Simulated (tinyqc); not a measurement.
Undoped symmetric double-gate MOSFET, analytic potential model: output curve.

An undoped body of thickness ts between two equal insulators and tied gates; long channel, electrons only, n = ni exp((psi - V)/Vt) with V the quasi-Fermi potential (0 at the source, Vd at the drain), constant mobility, no quantisation. Across the body psi(x) = V - 2 Vt ln[(ts/(2 beta)) sqrt(q ni/(2 eps0 eps_r Vt)) cos(2 beta x/ts)], x from the centre. Q is the electron charge per area of the whole body.

ni = sqrt(Nc Nv) exp(-Eg/(2 Vt)), Eg in volts; r = eps_r tox/(eox ts); V0 = dphi + 2 Vt ln[(2/ts) sqrt(2 eps0 eps_r Vt/(q ni))]. beta (between 0 and pi/2) solves (Vg - V0 - V)/(2 Vt) = ln(beta) - ln(cos beta) + 2 r beta tan(beta). Q = 8 eps0 eps_r Vt beta tan(beta)/ts; I = mu (1/L)(4 eps0 eps_r/ts)(2 Vt)^2 [g(beta_s) - g(beta_d)] per width, g = beta tan(beta) - beta^2/2 + r beta^2 tan^2(beta), with beta_s at V = 0 and beta_d at V = Vd.

Parameters, values chosen for the exercise; material values close to those of gallium arsenide:
- T = 250 K (temperature)
- Eg = 1.44 eV (band gap)
- eps_r = 12.8 (relative permittivity of the semiconductor)
- Nc = 3.31e17 cm^-3 (conduction-band density of states at T)
- Nv = 6.82e18 cm^-3 (valence-band density of states at T)
- eox = 9.14 (relative permittivity of the gate insulator)
- tox = 3.1 nm (insulator thickness)
- ts = 20 nm (body thickness)
- dphi = 0.05 V (gate work function less that of the intrinsic body)
- mu = 730 cm^2/(V s) (channel mobility)
- L = 0.1 um (gate length)
- Vg = 1.04 V (gate voltage)

Constants: q = 1.602176634e-19 C, kB = 1.380649e-23 J/K, Vt = kB T/q, eps0 = 8.8541878128e-14 F/cm where lengths are in cm. Results are converted to the units shown.

Results:
```
Vd (V)  Qd (nC/cm^2)     Qd/Qs  I (uA/um)
0.06           799.6    0.7598      405.1
0.11           600.8    0.5709      660.3
0.22           227.1    0.2158      985.3
0.28           85.83   0.08156       1052
0.33           21.37   0.02031       1070
0.38           2.793  0.002654       1073
0.44          0.1796  1.707e-4       1073
0.49         0.01768  1.680e-5       1073
```

Estimate the missing row, Vd = 0.17 V.

Computed row:
```
Vd (V)  Qd (nC/cm^2)   Qd/Qs  I (uA/um)
0.17           383.1  0.3640      874.8
```

With this row back in the table: The current rises from 405 to 1070 uA/um, while the charge at the drain end falls from 0.76 to 1.7e-5 of that at the source. The current first comes within 1 % of its last value at Vd = 0.33 V among the rows. Over the last rows Qd falls by a factor of e for each Vt of drain voltage: the drain end is in weak inversion. In every row the surface density at the source passes 0.3 Nc, where Boltzmann statistics fail. In every row mu V/L, with V the smaller of Vd and Vg - V0, passes 3e6 cm/s, so velocity saturation would lower the current.

tinyqc, about 0.01 s, one thread, Intel Xeon 2.30GHz (shared host): `OMP_NUM_THREADS=1 python tinyqc.py 2440126 2440127 out.jsonl`
